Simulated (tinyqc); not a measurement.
Inside a calculation. Model: oxide trap near a transistor channel: two-state multiphonon kinetics, telegraph noise and bias instability. Computed by tinyqc, a small Python program that keeps every step. Command: `OMP_NUM_THREADS=1 python tinyqc.py 3025485 3025486 out.jsonl oxidetrap walk`. One thread of a shared host (Intel(R) Xeon(R) Processor @ 2.30GHz), about 0.01 s of CPU time with the checks. Intermediate numbers are printed to about 6 digits and carried at full precision; extremes and crossings named in words are read from the listed rows.

An n-channel device under positive gate bias. The trap is empty (state 1) or holds an electron (state 2); both states are parabolas of equal curvature, and the electron reservoir is taken at the Fermi level of the channel.

Inputs (values chosen for the exercise, with an insulator like SiO2 on silicon):

| quantity | value | unit |
|---|---|---|
| insulator constant eps_ox | 3.83 | - |
| insulator thickness t_ox | 4.1 | nm |
| trap depth x from the interface | 0.85 | nm |
| tunnel barrier phi_b | 3.17 | eV |
| tunnelling mass m_ox | 0.42 | m_0 |
| trap level above E_F at zero field E_t | 0.7 | eV |
| relaxation energy E_R | 2.3 | eV |
| oxide field F | 6.4 | MV/cm |
| attempt rate k_0 at the interface | 3e+11 | 1/s |
| temperature T | 400 | K |
| channel width W | 350 | nm |
| channel length L | 70 | nm |
| frequency f | 5 | Hz |
| stress time t_s | 7000 | s |
| trap density N_t | 2.8e+19 | cm^-3 eV^-1 |
| mean capture barrier mu_c | 1.1 | eV |
| spread of the barriers s_c | 0.12 | eV |
| saturation shift dV_max | 65 | mV |

Parts treated: one trap and an ensemble.

Constants: hbar^2/(2 m_0) = 3.80998212 eV angstrom^2; k_B = 8.617333262e-05 eV/K; e = 1.602176634e-19 C; eps_0 = 8.8541878128e-12 F/m.

## Tunnelling factor

kappa = sqrt(2 m_ox phi_b)/hbar = sqrt(m_ox phi_b/(hbar^2/2m_0)); attenuation length lambda = 1/(2 kappa); factor exp(-x/lambda) for a rectangular barrier.

kappa = 5.91143 1/nm

attenuation length lambda = 0.0845819 nm

tunnelling factor = 4.32101e-05

Caution: a field 1.5 times as high comes near the usual breakdown field of such an insulator.

## Barriers and time constants

E_21 = E_t - e F x is the energy of state 2 over state 1; barriers E_c = (E_R + E_21)^2/(4 E_R), E_e = E_c - E_21; tau_c = exp(E_c/k_B T)/(k_0 P), tau_e = exp(E_e/k_B T)/(k_0 P), P the tunnelling factor; occupation f_2 = tau_e/(tau_c + tau_e); 1/tau_0 = 1/tau_c + 1/tau_e.

E_21 = 0.156 eV

capture barrier E_c = 0.655645 eV

emission barrier E_e = 0.499645 eV

capture time tau_c = 14.0624 s

emission time tau_e = 0.152246 s

occupation f_2 = 0.0107105

tau_0 = 0.150616 s

The trap is almost always empty at this bias.

## Step height and noise

Charge-sheet step dV = e (t_ox - x)/(eps_ox eps_0 W L); Lorentzian spectrum S(f) = 4 dV^2 tau_0^2/((tau_c + tau_e)(1 + (2 pi f tau_0)^2)); corner 1/(2 pi tau_0); variance dV^2 f_2 (1 - f_2) = dV^2 tau_0/(tau_c + tau_e).

threshold step dV = 0.626730 mV

corner frequency = 1.05670 Hz

S(f) = 1.07203e-10 V^2/Hz

root-mean-square noise = 0.0645129 mV

f lies above the corner, on the 1/f^2 tail. Random dopants and current percolation, left out here, spread real steps around this value.

## Stress and recovery of one trap

From the zero-field occupation f(0), f(t) = f_2 + (f(0) - f_2) exp(-t/tau_0) under the field; after t_s the field is removed and f relaxes with the zero-field constants.

occupation at zero field = 1.51491e-09

tau_0 at zero field = 2.47301e-04 s

occupation after stress = 0.0107105

half-time of recovery = 1.71416e-04 s

## Bias dependence of the times

The formulas are those given above.

Against field:

| F (MV/cm) | E_21 (eV) | tau_c (s) | tau_e (s) | f_2 |
|---|---|---|---|---|
| 0.00 | 0.7000 | 1.63244e+05 | 2.47301e-04 | 1.51491e-09 |
| 1.92 | 0.5368 | 8.09645e+03 | 1.39609e-03 | 1.72432e-07 |
| 3.84 | 0.3736 | 4.75010e+02 | 9.32287e-03 | 1.96263e-05 |
| 5.12 | 0.2648 | 7.87354e+01 | 3.62942e-02 | 4.60751e-04 |
| 6.40 | 0.1560 | 1.40624e+01 | 1.52246e-01 | 1.07105e-02 |
| 7.68 | 0.0472 | 2.70628e+00 | 6.88144e-01 | 2.02728e-01 |
| 9.60 | -0.1160 | 2.62806e-01 | 7.60625e+00 | 9.66603e-01 |

ln(tau_c/tau_e) falls by e x/k_B T = 2.466 per MV/cm, which measures the depth x if the change of surface potential with bias is left aside. Over these rows tau_c shortens by 5.79 decades and tau_e lengthens by 4.49; the shares differ because E_21 is not small against E_R. The times cross at F = E_t/(e x) = 8.24 MV/cm.

## Many traps: 1/f noise

McWhorter number fluctuations for traps uniform in depth and energy: S_V = e^2 k_B T N_t lambda/(W L C_ox^2 f), C_ox = eps_ox eps_0/t_ox. The number of traps within k_B T in energy and one decade in time is N_t k_B T lambda ln(10) W L.

C_ox = 0.827111 microF/cm^2

1/f noise S_V(f) = 2.50049e-07 V^2/Hz

active traps per decade = 4.60521

With several active traps per decade the Lorentzians merge into 1/f in each device.

## Many traps: shift under stress

For a normal spread of capture barriers (given for the stress field, with depth and field not resolved, k_0 being taken as the effective rate of the ensemble), traps with barrier below k_B T ln(k_0 t) are filled: dV(t) = (dV_max/2) erfc((mu_c - k_B T ln(k_0 t))/(sqrt(2) s_c)); local exponent n = d ln dV/d ln t (central difference, factor 1.01 in t).

filling front k_B T ln(k_0 t_s) = 1.21610 eV

shift after t_s = 54.1683 mV

local time exponent n = 0.0861111

## Power law or saturation

The extrapolation continues the power law fitted through 10 s and 1000 s.

Against stress time:

| t (s) | shift (mV) | local exponent | power law (mV) | shift at T + 50 K (mV) |
|---|---|---|---|---|
| 1.00e-03 | 1.20593e-02 | 1.09379e+00 | 8.78338e-01 | 1.38115e-01 |
| 1.00e-01 | 8.21703e-01 | 7.42457e-01 | 3.20834e+00 | 5.53874e+00 |
| 1.00e+01 | 1.17192e+01 | 4.18483e-01 | 1.17192e+01 | 3.55351e+01 |
| 1.00e+03 | 4.28072e+01 | 1.60070e-01 | 4.28072e+01 | 6.14773e+01 |
| 1.00e+05 | 6.22900e+01 | 2.67129e-02 | 1.56364e+02 | 6.49357e+01 |
| 1.00e+07 | 6.49267e+01 | 1.08166e-03 | 5.71155e+02 | 6.49999e+01 |
| 3.00e+08 | 6.49982e+01 | 3.39217e-05 | 1.48690e+03 | 6.50000e+01 |

The exponent falls from 1.094 to 0.000 as the front climbs the distribution, so the power law overstates the shift at 3e8 s (about ten years) by a factor 22.9. Heating by 50 K raises the shift at 1000 s by a factor 1.44: time and temperature enter only through T ln(k_0 t).

Checks made by the program: detailed balance tau_c/tau_e = exp(E_21/k_B T) (relative difference below 1e-10); the integral of S(f) against the variance (relative difference below 1e-10).
